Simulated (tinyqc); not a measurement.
Comparisons within one model: two-band massive Dirac model of the K valleys. A value that a table varies takes the place of the one given here.

Basis (conduction, valence): H = [[D/2, a t (tau kx - i ky)], [a t (tau kx + i ky), -D/2 + lam tau sz]], valley tau = +/-1, spin sz = +/-1. The gap of a spin and valley is G = D - lam tau sz. Berry curvature Omega = curl of i<u|grad u>; for the conduction band Omega_c = -tau 2 a^2 t^2 G/(G^2 + 4 a^2 t^2 k^2)^(3/2), and Omega_v = -Omega_c.

Constants: hbar^2/2m0 = 3.80998211 eV angstrom^2.

Parameters, chosen for this exercise (near those used for monolayer WS2; shifted at random, so the results belong to these values and not to a real crystal): a = 3.207 angstrom (lattice constant); D = 1.87 eV (gap parameter); t = 1.45 eV (effective hopping); lam = 0.244 eV (half the valence spin splitting).

## Away from the valley

Flavour tau = +1, sz = +1. Parabolic transition energy G + 2 a^2 t^2 k^2/G; degree of circular polarisation eta = 2 cos(theta)/(1 + cos^2(theta)). The last column is the Berry flux of the conduction band inside |k|, over 2 pi: -(1 - cos(theta))/2, cos(theta) = G/(transition energy).

Along |k|:
```
|k| (1/angstrom)  transition (eV)  parabolic (eV)  Omega_c (angstrom^2)     eta  flux/2 pi
0.000                      1.6260          1.6260               -16.358  1.0000     0.0000
0.025                      1.6425          1.6426               -15.869  0.9999    -0.0050
0.050                      1.6912          1.6925               -14.538  0.9992    -0.0193
0.075                      1.7693          1.7756               -12.696  0.9964    -0.0405
0.100                      1.8732          1.8920               -10.699  0.9901    -0.0660
0.150                      2.1424          2.2244                -7.151  0.9631    -0.1205
0.200                      2.4706          2.6899                -4.663  0.9185    -0.1709
0.300                      3.2293          4.0198                -2.088  0.8034    -0.2482
```

The curvature halves at |k| = 0.134 1/angstrom, where 2 a t k = 0.766 G. At 0.3 the parabola is 790 meV too high, eta has fallen only to 0.803, and the flux has reached -0.248 of the -1/2 that a whole cone holds. The real bands leave this model beyond about 0.1 to 0.2 1/angstrom, where trigonal warping and other bands enter.

## Hole doping of the spin-split valence bands

The Fermi level lies E below the top of the valence band. kF for the upper and lower band of valley +1 from the two-band energy; each flavour holds kF^2/(4 pi) holes per area and both valleys count. Spin polarisation within one valley; Berry flux removed from valley +1, the sum of (1 - cos(theta_F))/2 with cos(theta_F) = G/sqrt(G^2 + 4 a^2 t^2 kF^2), in units of 2 pi.

Holes:
```
E (meV)  kF upper (1/angstrom)  kF lower  p (1e12/cm^2)  spin polarisation in a valley  flux/2 pi
61.0                    0.0690    0.0000           7.57                          1.000     0.0349
122.0                   0.0993    0.0000          15.70                          1.000     0.0652
244.0                   0.1453    0.0000          33.58                          1.000     0.1154
366.0                   0.1836    0.0000          53.66                          1.000     0.1552
463.6                   0.2117    0.0000          71.30                          1.000     0.1816
536.8                   0.2317    0.0699          93.22                          0.833     0.2209
732.0                   0.2825    0.1631         169.39                          0.500     0.3307
976.0                   0.3427    0.2423         280.37                          0.333     0.4307
```

Up to E = 2 lam = 488 meV, a density of 75.9e12/cm^2, only the upper band of this model is emptied and each valley is fully spin-polarised, oppositely in the two. Beyond it the polarisation falls, to 0.33 in the last row. The flux, times e^2/h, is in size the change of the Hall conductivity of one valley; the other valley cancels it in the charge current. Rows with kF above about 0.2 1/angstrom lie beyond the range of the model, and in real layers the valley at Gamma, close below in MoS2 and WS2, can take holes as well.

## What each parameter does

Flavour tau = sz = +1 at k = 0: gap G, mass c G/(a t)^2 with c = hbar^2/2m0, Omega_c, and the B - A splitting 2 lam. Each row changes one parameter from the base and keeps the others.

Results:
```
case                 G (eV)  mass (m0)  Omega_c (angstrom^2)  B - A (eV)
base                 1.6260     0.2865               -16.358      0.4880
a = 3.2711 angstrom  1.6260     0.2754               -17.018      0.4880
D = 2.057 eV         1.8130     0.3194               -13.157      0.4880
t = 1.305 eV         1.6260     0.3537               -13.250      0.4880
lam = 0.366 eV       1.5040     0.2650               -19.119      0.7320
```

The largest shifts from the base row, up to three for each result and ties (the steps differ in size, so this ranks the rows, not the parameters). G (eV): D +0.1870, lam -0.1220; unchanged at the printed digits by a and t. mass (m0): t +0.0672, D +0.0329, lam -0.0215. Omega_c (angstrom^2): D +3.200, t +3.108, lam -2.761. B - A (eV): lam +0.2440; unchanged at the printed digits by a, D and t. The mass goes as G/(a t)^2 and the curvature as (a t)^2/G^2, so their product is -2c/G.

Run: tinyqc, `OMP_NUM_THREADS=1 python tinyqc.py 1482107 1482108 out.jsonl`; Intel(R) Xeon(R) Processor @ 2.30GHz, one thread, shared host; about 0.01 s of CPU time with all checks.
